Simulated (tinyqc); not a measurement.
Chemical vapour deposition: Grove model, boundary layer, depletion and step coverage: one step, computed by the program tinyqc. Command: `OMP_NUM_THREADS=1 python tinyqc.py 3030353 3030354 out.jsonl cvd walk`. One thread of a shared host (Intel(R) Xeon(R) Processor @ 2.30GHz), about 0.01 s of CPU time with the checks.

A precursor diffuses to the surface and reacts there at first order; each molecule that reacts adds one formula unit of film.

Problem. Depletion along the susceptor. Plug flow: U b dC/dx = -k_eff C with k_eff = k_s h_g/(k_s + h_g), so C falls as exp(-k_eff x/(U b)); the used share of the precursor is 1 - C(L)/C(0).

Inputs (values chosen for the exercise, close to those used for silicon dioxide from an alkoxysilane):
```
quantity,value,unit
temperature T,760,C
film density N,2.2e+22,formula units/cm^3
gas velocity U,40,cm/s
susceptor length L,20,cm
channel height b,9.3,cm
```

Reactor: horizontal, atmospheric.

surface rate constant k_s = 10.98330 cm/s

mass-transfer coefficient h_g = 4.614044 cm/s

growth rate G at the inlet = 9441.750 nm/min

Give: k_eff; depletion length; rate at the outlet over rate at the inlet; rate at the outlet.

Solution.

k_eff = 3.249 cm/s

depletion length = 114.5 cm

rate at the outlet over rate at the inlet = 0.8397

rate at the outlet = 7928 nm/min

16.0 % of the precursor is used. Caution: a growth rate above 1 um/min is far higher than usual for an oxide or nitride film.
